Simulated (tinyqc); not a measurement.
Choosing the metal: Schottky barrier with interface states (Cowley-Sze model), image lowering and contact resistance. Computed by tinyqc, a small Python program. Command: `OMP_NUM_THREADS=1 python tinyqc.py 3008946 3008947 out.jsonl pinning walk`. One thread of a shared host (Intel(R) Xeon(R) Processor @ 2.30GHz), about 0.01 s of CPU time with the checks.

An n-type semiconductor under a metal. The barrier lies between the Schottky-Mott limit phi_M - chi and the Bardeen limit E_g - E_n, E_n being the neutrality level of the interface states; the space-charge term of the full Cowley-Sze expression is left out.

Inputs (values chosen for the exercise, with gap, mass and screening modelled on InP):
```
quantity                                       value   unit
gap E_g                                         1.34     eV
electron affinity chi                           4.39     eV
metal work function phi_M                       5.03     eV
neutrality level E_n above the valence band    0.936     eV
optical dielectric constant eps_opt             9.68      -
dielectric constant eps_s                       12.6      -
electron mass m_e                             0.0771    m_0
valleys M_c                                        1      -
donor density N                              3.2e+15  cm^-3
temperature T                                    300      K
```

Pinning factor from: Moench relation.

Constants: k_B = 8.617333262e-05 eV/K; hbar = 1.054571817e-34 J s; m_0 = 9.1093837015e-31 kg; eps_0 = 8.8541878128e-12 F/m; e = 1.602176634e-19 C; k_B = 1.380649e-23 J/K; h = 6.62607015e-34 J s.

Method:
- S = 1/(1 + 0.1 (eps_opt - 1)^2), an empirical relation for metal-induced gap states.
- phi_B = S (phi_M - chi) + (1 - S)(E_g - E_n); the hole barrier is E_g - phi_B.
- A* = 4 pi e m_e M_c k_B^2/h^3 (a simple valley count); J_s = A* T^2 exp(-phi/k_B T).
- E_00 = (e hbar/2) sqrt(N/(m_e eps_s eps_0)), E_0 = E_00 coth(E_00/k_B T); scaling form of the contact resistivity rho_c = (k_B/(e A* T)) exp(phi_B/E_0), which is the thermionic result when E_00 << k_B T and keeps only the leading exponential of tunnelling when E_00 >> k_B T; image lowering is left out of it.

pinning factor S = 0.117175

Bardeen barrier = 0.404 eV

E_0 = 0.0258666 eV

Against work function:
```
phi_M (eV)  Schottky-Mott (eV)  phi_B (eV)  J_0 (A/cm^2)  rho_c (ohm cm^2)
4.39                      0.00     0.35666    8.5008e-01        3.0175e-02
4.58                      0.19     0.37892    3.5930e-01        7.1357e-02
4.77                      0.38     0.40119    1.5186e-01        1.6875e-01
4.96                      0.57     0.42345    6.4186e-02        3.9905e-01
5.16                      0.77     0.44689    2.5927e-02        9.8741e-01
5.35                      0.96     0.46915    1.0958e-02        2.3350e+00
5.54                      1.15     0.49141    4.6317e-03        5.5219e+00
5.73                      1.34     0.51368    1.9576e-03        1.3058e+01
```

What follows from these numbers?

A span of 1.34 eV in work function moves the barrier by 0.157 eV (slope S = 0.117) and rho_c by 2.6 decades. The barrier equals its Schottky-Mott value only at phi_M = chi + E_g - E_n = 4.79 eV, where the interface states are neutral.
